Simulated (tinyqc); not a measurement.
Worked calculation: configuration-coordinate model of carrier capture at a defect. Values are carried at full precision from step to step, so a last printed digit may differ when a step is redone from the rounded ones.

Two parabolas of equal curvature k in one coordinate Q: with the carrier free at the band edge, U_f = k Q^2/2; with the carrier trapped, U_t = k (Q - dQ)^2/2 - ET. ER = k dQ^2/2, Huang-Rhys factor S = ER/hw, hw = 0.0646541 sqrt(k/M) eV for k in eV/angstrom^2 and M in u. The curves cross at a height Eb = (ER - ET)^2/(4 ER) above the free minimum.

Constants: kB = 8.617333262e-05 eV/K.

Parameters, chosen for this exercise (of the size met at a vacancy centre in SiC; the results hold for these values, not for the real material): ET = 0.71 eV (thermal depth of the level below the band edge); ER = 0.47 eV (relaxation energy); hw = 0.046 eV (phonon energy of the mode); M = 28 u (mass of the mode); T = 150 K (temperature); nu = 1e+12 1/s (attempt rate).

## The two parabolas

Form S, k, dQ, the crossing point Qc = (ER - ET)/(k dQ), Eb, and the emission barrier Eb + ET.

S = 10.217
k = 14.1736 eV/angstrom^2
dQ = 0.2575 angstrom
Qc = -0.0658 angstrom

barriers (eV): capture 0.0306, emission 0.7406

ER < ET: the crossing lies on the far side of the free minimum (the inverted case), where tunnelling between vibrational states can matter much if Eb is well above hw.

## Optical transitions

Vertical ionisation from the trapped minimum costs ET + ER; vertical capture from the free minimum releases ET - ER (none if negative); the band has a standard deviation sqrt(S hw^2 coth(hw/2kT)) with S = ER/hw, and a full width 2.35482 times that.

energies (eV): ionisation peak 1.180, zero-phonon 0.710, emission peak 0.240

coth(hw/2kT) = 1.0586
standard deviation = 0.1513 eV
full width = 0.3563 eV

Radiative capture would peak at 0.240 eV. The optical peak exceeds the thermal depth by a factor 1.66.

## The multiphonon factor

Multiphonon factor for giving p = ET/hw phonons to the lattice: W = exp(-S (2 nb + 1)) ((nb + 1)/nb)^(p/2) I_p(x), nb = 1/(exp(hw/kT) - 1), x = 2 S sqrt(nb (nb + 1)), I_p the modified Bessel function. Classical limit: W = hw exp(-Eb/kT)/sqrt(4 pi ER kT). At T = 0: exp(-S) S^p/Gamma(p + 1).

Form p, nb, x and ln W, the classical ln W, and the capture time 1/(nu W).

p, nb, x: 15.4348  0.0293  3.5494

ln W: quantum -3.405, classical -4.163

capture time = 3.01e-11 s

The quantum factor is 2.13 times the classical one at kT/hw = 0.28: the classical form serves within a factor of e.

## Emission by detailed balance

For equal degeneracies and one band-edge state, emission time = capture time x exp(ET/kT).

ET/kT = 54.928
log10 of the emission time in s = 13.33

## Checks

- Ln W for the nearest whole p against the double Poisson sum over emitted and absorbed phonons: both -3.22519.

Computed by tinyqc, a small Python program: `OMP_NUM_THREADS=1 python tinyqc.py 1450743 1450744 out.jsonl` (the numbers bound the seed that draws the inputs); one thread of a shared host (Intel(R) Xeon(R) Processor @ 2.30GHz), about 0.01 s for the whole set of steps.
